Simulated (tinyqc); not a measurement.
Free and trapped electrons in a MOS channel with a dense trap tail: one step of the calculation.

p-type body, charge-sheet picture, full ionisation (an idealisation for deep acceptors), Boltzmann statistics for free electrons. e = Ec - EF at the surface. Acceptor-like traps of density D(E) = D0 + De exp(-E/Ew) at depth E below Ec, from 0 to Eu, hold n_t = integral of D(E)/(1 + exp((e - E)/Vt)). psi = Eg - Vt ln(Nv/Na) - e; N_dep = sqrt(2 eps0 eps_r Na (psi - Vt)/q); n_f = sqrt(N_dep^2 + 2 eps0 eps_r Vt Nc exp(-e/Vt)/q) - N_dep; Vg = Vfb + psi + q (N_dep + n_t + n_f)/Cox, Cox = eps0 eox/tox.

Question. Trapped charge. Trapezoid rule on 12 equal steps from 0 to Eu, f = 1/(1 + exp((e - E)/Vt)).

Parameters, values chosen for the exercise; band and dielectric values close to those of 4H silicon carbide:
- T = 250 K (temperature)
- D0 = 1.4e10 cm^-2 eV^-1 (constant background density of acceptor-like traps)
- De = 4.3e13 cm^-2 eV^-1 (density of the tail at the conduction edge)
- Ew = 0.11 eV (decay energy of the tail)
- Eu = 0.51 eV (depth below Ec down to which the traps reach)
- e = 0.004 eV (Ec - EF at the surface)

Constants: q = 1.602176634e-19 C, kB = 1.380649e-23 J/K, Vt = kB T/q. Results are converted to the units shown.

Wanted: E; D(E) f; n_t.

Answer.

| point | E (eV) | D(E) f (cm^-2 eV^-1) |
|---|---|---|
| 0 | 0 | 1.952e13 |
| 1 | 0.04250 | 2.504e13 |
| 2 | 0.08500 | 1.942e13 |
| 3 | 0.1275 | 1.346e13 |
| 4 | 0.1700 | 9.178e12 |
| 5 | 0.2125 | 6.244e12 |
| 6 | 0.2550 | 4.247e12 |
| 7 | 0.2975 | 2.891e12 |
| 8 | 0.3400 | 1.969e12 |
| 9 | 0.3825 | 1.342e12 |
| 10 | 0.4250 | 9.166e11 |
| 11 | 0.4675 | 6.274e11 |
| 12 | 0.5100 | 4.308e11 |

n_t = 4.051e12 cm^-2

tinyqc, about 0.02 s, one thread, Intel Xeon 2.30GHz (shared host): `OMP_NUM_THREADS=1 python tinyqc.py 2222128 2222129 out.jsonl`
